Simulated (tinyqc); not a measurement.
## Area and perimeter leakage from two diodes

Inverse problem. A square diode and a finger diode leak I = JA area + JP perimeter. Find JA, JP and the side of the square at which both parts are equal.

areas (um^2): 90000  88000
perimeters (um): 1200  35640
leakage currents (pA): 1.4832000  2.6910400

Answer. Two linear equations give JA and JP; for a square of side a, JA a^2 = 4 JP a at a = 4 JP/JA.

JA = 1.60e-9 A/cm^2
JP = 3.60e-13 A/cm
side for equal parts = 9.00 um

Computed by the program tinyqc: `OMP_NUM_THREADS=1 python tinyqc.py 2290170 2290171 out.jsonl`, one thread of a shared Intel Xeon 2.30GHz, about 0.01 s for the whole run.
